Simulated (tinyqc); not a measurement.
Worked calculation: polytypes and stacking faults of a tetrahedral semiconductor in an axial Ising model with couplings up to third neighbours. Computed by tinyqc, a small Python program that keeps every step. Command: `OMP_NUM_THREADS=1 python tinyqc.py 3010032 3010033 out.jsonl polytype walk`. One thread of a shared host (Intel(R) Xeon(R) Processor @ 2.30GHz), about 0.01 s of CPU time with the checks. Intermediate numbers are printed to about 5 digits and carried at full precision; extremes and crossings named in words are read from the listed rows.

Each double layer has s = +1 or -1 for the sense of its stacking step; E per pair of atoms = E0 - sum_n J_n <s_i s_(i+n)>, n = 1, 2, 3. Hexagonality h = (1 - <s_i s_(i+1)>)/2.

Inputs (values chosen for the exercise, of the order of those of GaAs for J, a, G and the gaps):

| quantity | value | unit |
|---|---|---|
| J1 | 12.1 | meV/pair |
| J2 | -0.716 | meV/pair |
| J3 | -0.1 | meV/pair |
| basal lattice constant a | 4 | angstrom |
| shear modulus G | 51 | GPa |
| Poisson ratio nu | 0.21 | - |
| gap of 3C | 1.52 | eV |
| gap of 4H | 1.51 | eV |
| binding energy of the fault level E_b | 0.077 | eV |
| in-plane mass m | 0.36 | m0 |
| effective density of states N_c at 300 K | 1.2e+19 | 1/cm^3 |
| electron density n | 1.2e+19 | 1/cm^3 |
| temperature T | 350 | K |

Host polytype: 3C.

Constants: 1 eV/angstrom^2 = 16.02176634 J/m^2; m_0 = 9.1093837015e-31 kg; hbar = 1.054571817e-34 J s; k_B = 1.380649e-23 J/K; k_B = 8.617333262e-05 eV/K.

## Energies of the polytypes

correlations of the repeat units 3C (+), 2H (+-), 4H (++--), 6H (+++---), 15R (+++--), 8H (++++----), 21R (++++---), 9R (++-):
```
       n = 1    n = 2    n = 3
3C    1.0000   1.0000   1.0000
2H   -1.0000   1.0000  -1.0000
4H    0.0000  -1.0000   0.0000
6H    0.3333  -0.3333  -1.0000
15R   0.2000  -0.6000  -0.6000
8H    0.5000   0.0000  -0.5000
21R   0.4286  -0.1429  -0.7143
9R   -0.3333  -0.3333   1.0000
```

E - E(3C) = sum_n J_n (1 - C_n), C_n = <s_i s_(i+n)>. The gap is taken linear in h between 3C (h = 0) and 4H (h = 1/2), a rough rule, with a dash beyond.

Polytypes:

| polytype | h | E - E(3C) (meV/pair) | gap by the linear rule (eV) |
|---|---|---|---|
| 3C | 0.0000 | 0.000 | 1.5200 |
| 2H | 1.0000 | 24.000 | - |
| 4H | 0.5000 | 10.568 | 1.5100 |
| 6H | 0.3333 | 6.912 | 1.5133 |
| 15R | 0.4000 | 8.374 | 1.5120 |
| 8H | 0.2500 | 5.184 | 1.5150 |
| 21R | 0.2857 | 5.925 | 1.5143 |
| 9R | 0.6667 | 15.179 | - |

E(2H) - E(3C) = 24 meV/pair

E(4H) - E(3C) = 10.568 meV/pair

E(6H) - E(3C) = 6.912 meV/pair

The lowest is 3C, 5.184 meV/pair below 8H. J1/|J2| = 16.90: for J3 = 0 and J2 < 0 the ground state is 2H below -2, 4H between -2 and 2, and 3C above 2; at 2 itself all periods with bands of two or more layers are degenerate.

## Back from three energies to J1, J2, J3

With d2, d4, d6 the energies of 2H, 4H, 6H over 3C: d2 = 2 J1 + 2 J3, d4 = J1 + 2 J2 + J3, d6 = (2/3) J1 + (4/3) J2 + 2 J3, so J2 = (d4 - d2/2)/2, J3 = (3/4)(d6 - (2/3) d4), J1 = d2/2 - J3.

J1 recovered = 12.1 meV/pair

J2 recovered = -0.716 meV/pair

J3 recovered = -0.1 meV/pair

## Stacking-fault energies

fault coefficients k_n:
```
               J1  J2  J3
intrinsic       4   4   4
extrinsic       4   8   8
twin boundary   2   4   6
```

Faults in 3C: the sequences intrinsic (-), extrinsic (--), twin boundary (+ turns to -) are put between perfect repeats; k_n = (layers x C_n of the host) - sum_i s_i s_(i+n). gamma = sum k_n J_n/A, A = (sqrt 3/2) a^2; 1 meV/angstrom^2 = 16.02177 mJ/m^2.

gamma (mJ/m^2): intrinsic 52.189, extrinsic 48.415, twin boundary 23.976

energy of the glide fault, intrinsic = 52.189 mJ/m^2

The cheapest is the twin boundary fault.

## Splitting of a basal screw dislocation

Screw line, bounded by the intrinsic fault of energy gamma: b = a, partials b_p = a/sqrt 3; d = G b_p^2 (2 - 3 nu)/(8 pi gamma (1 - nu)). One partial is driven off by the shear stress gamma/b_p along its Burgers vector.

splitting width d = 3.5962 nm

stress to open the fault = 225.99 MPa

## Electronic energy gained by the fault

The fault binds electrons in a two-dimensional band E_b below the conduction edge, g2 = m m0/(pi hbar^2) for one valley. With the Fermi level held by the bulk, eta = ln[n/N_c(T)], N_c(T) = N_c (T/300)^1.5, the grand potential falls by g2 (k_B T)^2 F1(x), x = eta + E_b/(k_B T), F1(x) = integral from 0 to infinity of ln(1 + exp(x - t)) dt; sheet density g2 k_B T ln(1 + e^x). Band bending by the trapped charge is left out, so the gain is an upper bound. Net fault energy = gamma of the intrinsic fault less the electronic gain.

x = 2.3218

sheet density = 1.0955e+13 1/cm^2

electronic gain = 0.93028 mJ/m^2

net fault energy = 51.259 mJ/m^2

The gain offsets 1.8 % of the fault energy. Caution: the bulk is near degeneracy, where eta = ln(n/N_c) underestimates the Fermi level. Caution: rows with n above 0.3 N_c(T) are near degeneracy, where eta = ln(n/N_c) underestimates the Fermi level.

## Gain against electron density

The formulas are those given above.

At T:

| n (1/cm^3) | x | sheet density (1/cm^2) | gain (mJ/m^2) | gain/gamma | gain/gamma at T + 200 K |
|---|---|---|---|---|---|
| 1.00e+14 | -9.3735 | 3.8528e+08 | 1.8618e-05 | 3.5674e-07 | 1.7673e-07 |
| 1.00e+15 | -7.0709 | 3.8513e+09 | 1.8614e-04 | 3.5667e-06 | 1.7673e-06 |
| 1.00e+16 | -4.7683 | 3.8367e+10 | 1.8579e-03 | 3.5599e-05 | 1.7666e-05 |
| 1.00e+17 | -2.4657 | 3.6980e+11 | 1.8237e-02 | 3.4944e-04 | 1.7599e-04 |
| 1.00e+18 | -0.1631 | 2.7890e+12 | 1.5690e-01 | 3.0063e-03 | 1.6973e-03 |
| 5.00e+18 | 1.4463 | 7.5189e+12 | 5.4092e-01 | 1.0364e-02 | 7.4436e-03 |
| 2.00e+19 | 2.8326 | 1.3107e+13 | 1.2271e+00 | 2.3512e-02 | 2.2011e-02 |

For x well below 0 the gain is k_B T times the sheet density and linear in n; for x well above 0 the well fills and the gain grows only about as x^2. It stays below the fault energy in all rows; 200 K more changes it by a factor 0.50 at 1e16.

Checks made by the program: the recovered constants (relative difference below 1e-10).
